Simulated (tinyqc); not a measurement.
Inside a calculation. Method: ROHF in the sto-6g basis, for H4, spin multiplicity 3. This run ends on a higher stationary point, not on the lowest solution. One step of it, computed by the program tinyqc.

Problem. Iteration 2: Roothaan effective Fock matrix. With projectors Pc = D(beta) S, Po = (D(alpha) - D(beta)) S, Pv = 1 - D(alpha) S, the block xy is Px^T F Py; with Fc = (F(alpha) + F(beta))/2, the blocks are Fc for cc, oo, vv and cv, F(beta) for co and F(alpha) for ov.

F(alpha) (hartree), lower triangle:
```
           1H 1s      2H 1s      3H 1s      4H 1s
1H 1s  -0.369074
2H 1s  -0.400432  -0.380616
3H 1s   0.001488  -0.150014  -0.380616
4H 1s  -0.013831   0.001488  -0.400432  -0.369074
```

F(beta) (hartree), lower triangle:
```
           1H 1s     2H 1s      3H 1s     4H 1s
1H 1s   0.037943
2H 1s  -0.240287  0.037378
3H 1s   0.044030  0.020916   0.037378
4H 1s   0.048370  0.044030  -0.240287  0.037943
```

D(alpha) after iteration 1, lower triangle:
```
           1H 1s      2H 1s      3H 1s     4H 1s
1H 1s   0.801669
2H 1s  -0.039462   0.700210
3H 1s  -0.411162   0.367032   0.700210
4H 1s   0.386992  -0.411162  -0.039462  0.801669
```

D(beta) after iteration 1, lower triangle:
```
           1H 1s      2H 1s     3H 1s     4H 1s
1H 1s   0.207338
2H 1s   0.185850   0.166589
3H 1s  -0.185850  -0.166589  0.166589
4H 1s  -0.207338  -0.185850  0.185850  0.207338
```

overlap S, lower triangle:
```
          1H 1s     2H 1s     3H 1s     4H 1s
1H 1s  1.000000
2H 1s  0.407390  1.000000
3H 1s  0.015521  0.115561  1.000000
4H 1s  0.001609  0.015521  0.407390  1.000000
```

Give: effective F.

Solution.

effective F (hartree), lower triangle:
```
        1H 1s   2H 1s   3H 1s   4H 1s
1H 1s  -0.166
2H 1s  -0.320  -0.172
3H 1s   0.023  -0.065  -0.172
4H 1s   0.017   0.023  -0.320  -0.166
```
